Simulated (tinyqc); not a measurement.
Three surfaces against bond counting: Gupta-type many-body potential for a metal. Computed by tinyqc, a small Python program. Command: `OMP_NUM_THREADS=1 python tinyqc.py 3004205 3004206 out.jsonl gupta walk`. One thread of a shared host (Intel(R) Xeon(R) Processor @ 2.30GHz), about 0.01 s of CPU time with the checks.

E_i = sum_j A exp(-p (r_ij/r0 - 1)) - xi rho_i^gamma, with rho_i = sum_j exp(-2 q (r_ij/r0 - 1)); gamma = 1/2 is the tight-binding second-moment form. The crystal is fcc unless stated; d is the neighbour distance and a fixed number of shells is kept.

Inputs (values chosen for the exercise, modelled on silver):

| quantity | value | unit |
|---|---|---|
| repulsion A | 0.103 | eV |
| hopping xi | 1.15 | eV |
| decay p | 10.8 | - |
| decay q | 3.18 | - |
| reference distance r0 | 2.889 | angstrom |
| shells kept | 5 | - |
| embedding exponent gamma | 0.5 | - |

Constants: 1 eV/angstrom^3 = 160.2176634 GPa; 1 eV/angstrom^2 = 16.02176634 J/m^2.

Method:
- fcc shells: d sqrt(k), k = 1..5, with 12, 6, 24, 12, 24 atoms; Omega = d^3/sqrt2.
- Equilibrium: dE/dd = 0; B = d^2 E''(d)/(9 Omega).
- Cut the crystal without relaxation; an atom in layer l keeps the neighbours that lie below the surface plane. Excess = E_i + E_c. Surface energy = sum of excesses over the layers, divided by the area per surface atom: (sqrt3/2) d^2 for (111), d^2 for (100), sqrt2 d^2 for (110).
- Bond counting with pair bonds charges E_c/12 for each missing nearest neighbour: 3, 4 and 6 per surface cell.

neighbour distance d = 2.89072 angstrom

cohesive energy E_c = 2.85247 eV

Surfaces:

| face | missing bonds | excess (eV) | bond counting (eV) | ratio | surface energy (J/m^2) |
|---|---|---|---|---|---|
| (111) | 3 | 0.26837 | 0.7131 | 0.37634 | 0.59416 |
| (100) | 4 | 0.35059 | 0.9508 | 0.36873 | 0.67221 |
| (110) | 6 | 0.54631 | 1.4262 | 0.38305 | 0.74067 |

What does the comparison show, and why?

The order of surface energies is (111) < (100) < (110), with (110)/(111) = 1.247 against 1.225 from counting first-neighbour bonds. The excess is 0.37 to 0.38 of the bond-counting value: atoms with fewer neighbours have stronger bonds. Further shells enter the excess but not the count. Caution: relaxation, left out here, lowers surface energies. Caution: fitted second-moment potentials usually give surface energies well below measured ones.
